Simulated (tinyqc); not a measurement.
# From drift mobility mu back to compensation ratio C

Model: mobility of a non-polar semiconductor in the relaxation-time approximation. Computed by tinyqc, a small Python program. Command: `OMP_NUM_THREADS=1 python tinyqc.py 3027549 3027550 out.jsonl rta inv`. One thread of a shared host (Intel(R) Xeon(R) Processor @ 2.30GHz), about 0.03 s of CPU time with the checks.

Each valley is treated as a sphere of mass m_d for states and rates, with one isotropic relaxation time; the conductivity mass m_c sets the current.

Inputs (values chosen for the exercise, modelled on holes in germanium):
```
quantity                                            value       unit
longitudinal mass m_l                                 0.3        m_0
transverse mass m_t                                   0.3        m_0
equivalent valleys Z                                    1          -
non-parabolicity alpha                               0.28       1/eV
static permittivity eps_s                              16          -
density rho                                          5323     kg/m^3
sound velocity v_l                                   5180        m/s
acoustic deformation potential D_A                    4.5         eV
phonon energy hbar w                                 37.8        meV
optical or intervalley deformation potential D_o      8.4  1e8 eV/cm
final valleys Z_f                                       1          -
carrier density n                                 1.6e+15     1/cm^3
temperature T                                         100          K
neutral impurity density N_n                      3.2e+15     1/cm^3
```

Band: Kane. Impurity formula: Brooks-Herring. Further scattering: neutral impurities.

Constants: k_B = 8.617333262e-05 eV/K; m_0 = 9.1093837015e-31 kg; e = 1.602176634e-19 C; hbar = 1.054571817e-34 J s; eps_0 = 8.8541878128e-12 F/m; k_B = 1.380649e-23 J/K; hbar = 6.582119569e-16 eV s.

Method:
- m_d = (m_l m_t^2)^(1/3); 1/m_c = (1/m_l + 2/m_t)/3; Hall mass factor A = 3 K_m (K_m + 2)/(2 K_m + 1)^2, K_m = m_l/m_t; N_I = n (1 + C)/(1 - C).
- Kane band: hbar^2 k^2/(2 m) = E (1 + alpha E), speed v = hbar k/(m (1 + 2 alpha E)), states per spin, volume and energy g(E) = m k (1 + 2 alpha E)/(2 pi^2 hbar^2); overlap factors are set to 1. Here m = m_d. Masses are multiplied by m_0 and all formulas are in SI units.
- The reduced Fermi level eta = E_F/(k_B T) solves n = 2 Z int g f dE with f = 1/(1 + exp(x - eta)) (Z = 1 unless valleys are given); screening length L_s = sqrt(eps_s eps_0 k_B T/(e^2 dn/deta)), dn/deta = 2 Z int g f (1 - f) dE.
- Integrals over x = E/(k_B T) use 160 Gauss-Legendre points in u = sqrt(x) from 0 to sqrt(max(eta, 0) + 32).
- Phonon occupation N_q = 1/(exp(hbar w/(k_B T)) - 1).
- Acoustic deformation potential (elastic, equipartition, absorption and emission together): 1/tau = 2 pi k_B T D_A^2 g(E)/(hbar rho v_l^2).
- Optical or intervalley deformation potential: 1/tau = (pi Z_f D_o^2/(rho w)) [N_q g(E + hbar w) + (N_q + 1) g(E - hbar w)], with g = 0 below the band edge.
- Each optical term is multiplied by (1 - f(E'))/(1 - f(E)), E' the final energy, for Pauli blocking.
- Singly charged impurities, momentum relaxation: 1/tau = N_I e^4 m (1 + 2 alpha E) Phi/(8 pi (eps_s eps_0)^2 hbar^3 k^3), with alpha = 0 for a parabolic band.
- Brooks-Herring: Phi = ln(1 + b) - b/(1 + b), b = 4 k^2 L_s^2.
- Neutral impurities (Erginsoy): 1/tau = 20 N_n a_B hbar/m, a_B = 4 pi eps_s eps_0 hbar^2/(m e^2).
- mu = (m_d/m_c) (2 Z e/(3 n k_B T)) int g v^2 tau f (1 - f) dE.
- Averages over x are split at the emission threshold x_0 = hbar w/(k_B T): 64 Gauss-Legendre points in sqrt(x) below it and 128 in sqrt(x - x_0) above it, up to x = max(eta, 0) + 32.
- Rates are added at each energy before the average. With <y> = int g v^2 y f (1 - f) dE: Hall factor r_H = A (3 n k_B T/(2 Z m_d)) <tau^2/(1 + 2 alpha E)>/<tau>^2 (alpha = 0 for a parabolic band); Hall mobility r_H mu; |S| = (k_B/e) (<x tau>/<tau> - eta); resistivity 1/(n e mu).

Task: A run gave the result below. Find the compensation ratio C, known to lie between 0.47 and 0.65.

drift mobility mu = 10594.7 cm^2/(V s)

Result:

Each step takes the trial c = (a f_b - b f_a)/(f_b - f_a), f being the result less the target and a, b, c the logarithms of the listed values; c replaces end b, the old b replaces a if the sign of f changed, and otherwise f_a is halved.

Scan of the range:
```
compensation ratio C  drift mobility mu (cm^2/(V s))
0.470                                        11797.9
0.496                                        11474.0
0.524                                        11112.8
0.553                                        10724.1
0.583                                        10304.8
0.616                                         9820.9
0.650                                         9294.6
```

False position (Illinois rule, in the logarithm of the input) inside the bracket:
```
step     end a     end b     trial  drift mobility mu (cm^2/(V s))
1     0.553000  0.583000  0.562090                         10599.0
2     0.583000  0.562090  0.562390                         10594.8
3     0.583000  0.562390  0.562409                         10594.6
4     0.562390  0.562409  0.562400                         10594.7
```

Drift mobility mu falls at every point of a 13-point scan of the range (every second point is shown), so one value fits; it is bracketed by 0.553 and 0.583. Answer: compensation ratio C = 0.5624.

Caution: Erginsoy's formula holds for k a_B below about 0.5 and for dopants that stay neutral, which means low temperature; elsewhere it is only a rough constant rate. Caution: n is taken as given; at low temperature (in diamond even at 300 K) real dopants can freeze out, which changes n and N_I.
